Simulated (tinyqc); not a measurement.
# Reset of a mushroom phase-change cell, hemispherical electro-thermal model: effects of single changes

Current spreads from a hemispherical contact of radius r0 into a large dome with constant rho and ka: j = I/(2 pi r^2). With s = r0/r the steady rise is T - T0 = c (b s - s^2), c = I^2 rho/(8 pi^2 ka r0^2). The heat lost through the heater, (T(r0) - T0)/Rh, fixes b = (2 + g)/(1 + g), g = 1/(2 pi ka r0 Rh).

Inputs (values chosen for the exercise); values of the order of Ge-Sb-Te and related chalcogenides: ambient temperature T0 = 300 K; melting point Tm = 887 K; radius of the heater contact r0 = 17 nm; resistivity of the hot chalcogenide rho = 6 mohm cm; its thermal conductivity ka = 1.41 W/(m K); thermal resistance of the path through the heater Rh = 5 K/uW.

Each table varies one quantity; the others keep the values above.

## Amorphous thickness against current

The peak lies at s = b/2 with the rise c b^2/4; melting starts at the current where that equals Tm - T0, and the molten shell spans the roots of s^2 - b s + (Tm - T0)/c = 0 (s at most 1). Electrical resistance rho/(2 pi r0).

Amorphous thickness against current:
```
I (uA),peak T (K),T at the contact (K),thickness of the melt (nm),power (uW)
792,897.6,802.5,6.462,352.3
812,928.2,828.2,13.04,370.4
839,970.7,863.9,19.20,395.4
880,1038,920.3,26.41,435.0
933,1129,997.3,34.77,489.0
1000,1253,1101,45.52,561.7
1080,1411,1234,58.96,655.2
1180,1627,1415,76.89,782.1
```

What does the comparison show?

The thickness rises from 6.46 to 76.9 nm; it opens as the square root of I - Im just above the melting current of 785 uA. The contact itself melts from I = 880 uA on among the rows. For I = 1180 the peak exceeds 1600 K, where the material would degrade.

## Scaling of the melting current

Same model as above.

Rh is scaled as 1/r0, as for an isotropic shrink, in the last two columns and held fixed in the first two.

Scaling of the melting current:
```
r0 (nm),Im (uA),Im/(2 pi r0^2) (MA/cm^2),Im with Rh = Rh (17 nm/r0) (uA),power there (uW)
5,279.4,177.9,230.9,101.8
8,418.5,104.1,369.4,162.9
12,588.0,64.99,554.1,244.3
17,784.9,43.23,784.9,346.1
24,1045,28.89,1108,488.6
33,1367,19.97,1524,671.8
45,1783,14.01,2078,916.1
60,2294,10.14,2770,1221
```

With isotropic scaling Im and the power go as r0^(1.00) and r0^(1.00), so the current density grows as 1/r0 and the voltage stays fixed. With Rh held, Im goes as r0^(0.85) over the table, as the heater path weighs more for a small contact. For r0 = 5, 8 boundary thermal resistance, left out here, would dominate.

Range of the model: Constant properties, no latent heat, thermoelectric terms, boundary resistance or heating in the heater itself.

Numbers from tinyqc (`OMP_NUM_THREADS=1 python tinyqc.py 2490115 2490116 out.jsonl`; about 0.01 s on one thread of a shared Intel Xeon 2.30GHz).
